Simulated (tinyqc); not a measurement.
From results back to parameters: Slater-Koster d bands of an fcc metal. Three cases, with inputs chosen for the exercise.

Problem. In an fcc d band with nearest neighbours E(t2g, Gamma) = 3 dds + 4 ddp + 5 ddd, E(eg, Gamma) = 1.5 dds + 6 ddp + 4.5 ddd, and at X = (1,0,0) the yz state has 3 dds - 4 ddp - 3 ddd. The three levels come from hidden integrals.

Case 1.

levels (eV): t2g Gamma -0.5910, eg Gamma 0.3585, yz at X -1.6950

Case 2.

levels (eV): t2g Gamma -0.8860, eg Gamma 1.8210, yz at X -5.2540

Case 3.

levels (eV): t2g Gamma -0.5760, eg Gamma 0.3180, yz at X -1.7280

Find: dds, ddp, ddd.

Solution. Three linear equations: the first less the third is 8 (ddp + ddd); twice the second less the first is 8 ddp + 4 ddd; their difference gives ddd.

Case 1.

dds, ddp, ddd (eV): -0.364  0.189  -0.051

Case 2.

dds, ddp, ddd (eV): -1.010  0.586  -0.040

Case 3.

dds, ddp, ddd (eV): -0.379  0.159  -0.015

Computed by tinyqc, one run a case: `OMP_NUM_THREADS=1 python tinyqc.py N N+1 out.jsonl` with N = 1451376, 1451401, 1451468; one thread of a shared Intel(R) Xeon(R) Processor @ 2.30GHz, about 0.06 s a run at most.
